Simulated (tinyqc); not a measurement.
# One electron in a tunnel-coupled double dot: charge qubit, sensing and quantum capacitance: several studies

Basis (left, right), H = [[ep/2, tc], [tc, -ep/2]], splitting Om = sqrt(ep^2 + 4 tc^2), ep = al times the gate voltage. In equilibrium the electron is on the right with the chance P_R = [1 + (ep/Om) tanh(Om/2 kB T)]/2.

Values chosen for this exercise: tunnel coupling tc = 5.1 ueV; electron temperature T = 0.17 K; lever arm of the gate on the detuning al = 0.13 eV/V; resonator frequency f0 = 499 MHz; deviation of quasi-static detuning noise se = 0.95 ueV.

Constants: q = 1.602176634e-19 C, kB = 1.380649e-23 J/K, hbar = 1.054571817e-34 J s, h = 6.62607015e-34 J s, Vt = kB T/q. Results are converted to the units shown.

Each table varies one quantity; the others keep the values above.

## Line shape against detuning

q^2 al^2 dP_R/d(ep) splits into Cq = q^2 al^2 (2 tc^2/Om^3) tanh(Om/2 kB T) and Ct = q^2 al^2 (ep/Om)^2/(4 kB T cosh^2(Om/2 kB T)); Ct appears only if relaxation is faster than the drive. A resonator of frequency f0, capacitance Cp and quality factor Q shifts by df = -f0 Cq/(2 Cp) and its phase by -2 Q Cq/Cp. A Ct of 0 means below 1e-6 aF.

Line shape against detuning:
```
ep (ueV),Om (ueV),P_R,Cq (aF),Ct (aF)
0,10.200,0.50000,44.427,0
10.3,14.496,0.66271,21.178,18.436
20.5,22.897,0.79257,7.6684,21.217
30.8,32.445,0.88121,3.3122,14.782
41,42.250,0.93383,1.6699,8.7281
51.3,52.304,0.96355,0.93047,4.7340
61.5,62.340,0.97946,0.56512,2.4810
71.8,72.521,0.98807,0.36411,1.2648
82,82.632,0.99267,0.24788,0.64171
92.3,92.862,0.99522,0.17528,0.32137
102.5,103.01,0.99666,0.12865,0.16145
```

What does the comparison show?

Cq falls from 44.4 to 0.129 aF, and Ct goes from 0 through a maximum of 21.2 (at ep = 20.5 ueV among the rows listed) to 0.161 aF. Among the rows listed Ct reaches at most 47.8 % of the peak of Cq, with tc/kB T = 0.35: heat populates the upper level, lowers Cq and adds side lobes.

## Coherence against detuning

Noise in ep shifts Om by (ep/Om) d + (2 tc^2/Om^3) d^2. For Gaussian d of deviation se the spread of Om is sqrt[(ep se/Om)^2 + 2 (2 tc^2 se^2/Om^3)^2], and T2* is estimated as sqrt(2) hbar/spread; Om T2*/h counts the oscillations within T2*.

Result of one run:
```
ep (ueV),Om (ueV),T2* (ns),oscillations within T2*
2,10.394,4.8452,12.178
```

What becomes of these results when the detuning ep is changed from 2 to 7.6 ueV, all else the same?

Result of the changed run:
```
ep (ueV),Om (ueV),T2* (ns),oscillations within T2*
7.6,12.720,1.6373,5.0359
```

The whole series:
```
ep (ueV),Om (ueV),T2* (ns),oscillations within T2*
0,10.200,14.878,36.695
0.26,10.203,13.887,34.262
0.51,10.213,11.884,29.346
1,10.249,8.3608,20.719
2,10.394,4.8452,12.178
4.1,10.993,2.6015,6.9151
7.6,12.720,1.6373,5.0359
15,18.139,1.1848,5.1967
31,32.635,1.0315,8.1398
```

T2* falls from 14.9 to 1.03 ns, towards sqrt(2) hbar/se = 0.980 ns far from the anticrossing; the first row is 14.4 times the last. First and second order are equal near ep = sqrt(2) se/2 = 0.672 ueV.

## Peak signal against tunnel coupling

At ep = 0: q^2 al^2 dP_R/d(ep) splits into Cq = q^2 al^2 (2 tc^2/Om^3) tanh(Om/2 kB T) and Ct = q^2 al^2 (ep/Om)^2/(4 kB T cosh^2(Om/2 kB T)); Ct appears only if relaxation is faster than the drive. The slope dP_R/d(ep) there is tanh(tc/kB T)/(4 tc).

Results:
```
tc (ueV),tc/kB T,Cq (aF),slope (1/ueV),2 tc/h (GHz)
1.8,0.1229,45.98,0.01698,0.8705
3.5,0.2389,45.35,0.01675,1.693
14,0.9557,35.89,0.01326,6.770
28,1.911,23.14,0.008546,13.54
57,3.891,11.87,0.004382,27.57
110,7.509,6.154,0.002273,53.20
230,15.70,2.943,0.001087,111.2
```

Estimate the missing row, tc = 7.1 ueV.

Computed row:
```
tc (ueV),tc/kB T,Cq (aF),slope (1/ueV),2 tc/h (GHz)
7.1,0.4847,42.90,0.01584,3.434
```

With this row back in the table: The peak Cq falls from 46.0 to 2.94 aF: it levels off at q^2 al^2/(4 kB T) = 46.2 aF for weak coupling and goes as tc^(-1.00) between the last two rows. Below tc of about kB T the slope measures temperature rather than coupling. For tc = 1.8 2 tc/h is less than three times the drive frequency f0, so the electron cannot follow adiabatically.

Numbers from tinyqc (`OMP_NUM_THREADS=1 python tinyqc.py 2470034 2470035 out.jsonl`; about 0.01 s on one thread of a shared Intel Xeon 2.30GHz).
